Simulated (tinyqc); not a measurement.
Implant damage, amorphisation by cascade overlap, and solid-phase epitaxial regrowth: one step, computed by the program tinyqc.

Range and width of the damage are inputs. Dynamic annealing enters only through the surviving share f.

Task: The amorphous layer. Displaced share x(z) = f nu Q exp(-(z - R_d)^2/(2 s_d^2))/(sqrt(2 pi) s_d N); the layer is amorphous where x > x_c, between R_d -/+ s_d sqrt(2 ln(x_max/x_c)), the upper edge being cut at the surface. Threshold dose Q_c = Q x_c/x_max.

Inputs (values chosen for the exercise, modelled on arsenic ions in germanium):

| quantity | value | unit |
|---|---|---|
| atomic density N | 44.2 | 1/nm^3 |
| depth of the damage peak R_d | 29 | nm |
| width of the damage profile s_d | 19 | nm |
| share of defects that survive f | 0.8 | - |
| critical displaced share x_c | 0.087 | - |
| dose Q | 4.8e+14 | 1/cm^2 |

displacements per ion nu = 1228.047

Give: peak displaced share x_max; threshold dose Q_c; upper edge; lower edge.

Result:

peak displaced share x_max = 2.2402

threshold dose Q_c = 1.8641e+13 1/cm^2

upper edge = 0 nm

lower edge = 77.429 nm

The layer reaches the surface. Caution: x above 1 counts atoms displaced more than once.
